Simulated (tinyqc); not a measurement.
Size effects in the resistivity of thin metal films and interconnect lines: one step, computed by the program tinyqc.

Electrons lose their drift at surfaces (a share 1 - p of the hits) and at grain boundaries (reflection R), besides bulk scattering. The line sits in a trench with a non-conducting liner on both walls and the bottom; the spacing equals the drawn width.

Problem. Surfaces. Fuchs-Sondheimer film: rho_b/rho = 1 - (3/(2 kappa))(1 - p) int_0^1 (s - s^3)(1 - exp(-kappa/s))/(1 - p exp(-kappa/s)) ds, f = rho/rho_b, kappa = thickness/lambda, 80 Gauss-Legendre points. Line: the excess of a film of thickness w_m and of a film of thickness h_m are added, rho/rho_b = 1 + (f(w_m) - 1) + (f(h_m) - 1), an estimate that holds best when both sides exceed lambda.

Inputs (values chosen for the exercise, modelled on iridium): bulk mean free path lambda = 7.49 nm; specularity p = 0.

Geometry: line.

metal width w_m = 107.2 nm

metal height h_m = 229.6 nm

Give: kappa = w_m/lambda; f(w_m); f(h_m); rho/rho_b from surfaces.

Solution.

kappa = w_m/lambda = 14.31

f(w_m) = 1.027

f(h_m) = 1.012

rho/rho_b from surfaces = 1.039
